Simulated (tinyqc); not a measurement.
# Well width from the intersubband spacing

Problem. In an empty well of width L and depth Vb, level k solves kw L/2 = (k - 1) pi/2 + arctan(sqrt((mw/mb)(Vb - E)/E)) with kw = sqrt(mw E/C), C = hbar^2/(2 m0). Find L, E1 and E2 from the spacing.

Values chosen for this exercise; material values close to those of strained Si in SiGe (two lower valleys):

| symbol | value | unit | meaning |
|---|---|---|---|
| mw | 0.933 | m0 | mass along z in the well |
| mb | 0.898 | m0 | mass along z in the barriers |
| Vb | 0.199 | eV | barrier height |

Constants: q = 1.602176634e-19 C, hbar = 1.054571817e-34 J s, m0 = 9.1093837015e-31 kg, hbar^2/(2 m0) = 0.0380998212 eV nm^2. Results are converted to the units shown.

E2 - E1 = 19.785335 meV

Solution. Both levels are solved for trial widths until their difference matches. A second level is bound only for L above 1.42 nm, and over that range one width gives this spacing.

L = 6.90 nm
E1 = 6.63 meV
E2 = 26.4 meV

tinyqc, about 0.2 s, one thread, Intel Xeon 2.30GHz (shared host): `OMP_NUM_THREADS=1 python tinyqc.py 2140102 2140103 out.jsonl`
